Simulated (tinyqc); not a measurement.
Swing curve: thickness of the top film: thin-film optics by transfer matrices.

Indices N = n + i k. Snell: N0 sin(theta) = N_j sin(theta_j), with Im(N_j cos theta_j) >= 0. Admittance y_j = N_j cos theta_j for s and N_j/cos theta_j for p. Phase delta_j = 2 pi N_j cos theta_j d_j/lambda. Layer matrix [[cos delta, -i sin delta/y], [-i y sin delta, cos delta]], multiplied from the top down to M. (B, C) = M (1, y_sub); r = (y0 B - C)/(y0 B + C), R = |r|^2, T = 4 Re y0 Re y_sub/|y0 B + C|^2, absorbed in the films 1 - R - T.

Parameters, chosen for this exercise (indices near those of resist, ARC on Si; shifted at random, so the results belong to these values and not to a real crystal): lam = 633 nm (vacuum wavelength); n0 = 1 (ambient index); n = (1.617, 1.68, 3.946) (n of resist, ARC, substrate); k = (0, 0.019, 0.02) (k in the same order); d = (164, 36) nm (thicknesses, top first); theta = 65 degrees (angle of incidence); pol = p (polarisation).

The first entry of d takes the values listed.

Stack:

| d_1 (nm) | R | T | absorbed |
|---|---|---|---|
| 164.0 | 0.0917 | 0.8939 | 0.0144 |
| 203.4 | 0.0659 | 0.9193 | 0.0148 |
| 242.8 | 0.1031 | 0.8827 | 0.0142 |
| 282.2 | 0.1595 | 0.8272 | 0.0133 |
| 321.6 | 0.1804 | 0.8066 | 0.0130 |
| 361.0 | 0.1494 | 0.8371 | 0.0135 |
| 400.3 | 0.0917 | 0.8939 | 0.0144 |
| 439.7 | 0.0659 | 0.9193 | 0.0148 |
| 479.1 | 0.1030 | 0.8828 | 0.0142 |
| 518.5 | 0.1594 | 0.8272 | 0.0133 |
| 557.9 | 0.1804 | 0.8066 | 0.0130 |
| 597.3 | 0.1495 | 0.8370 | 0.0135 |
| 636.7 | 0.0917 | 0.8939 | 0.0144 |

R swings between 0.0659 and 0.1804 on these points. The period is lambda/(2 Re(N_1 cos theta_1)) = 236.3 nm, six rows. The film does not absorb, so the swing repeats exactly. The swing ratio (max - min)/mean is 0.94.

(tinyqc, `OMP_NUM_THREADS=1 python tinyqc.py 1682372 1682373 out.jsonl`, Intel(R) Xeon(R) Processor @ 2.30GHz, 1 thread, shared host, about 0.01 s.)
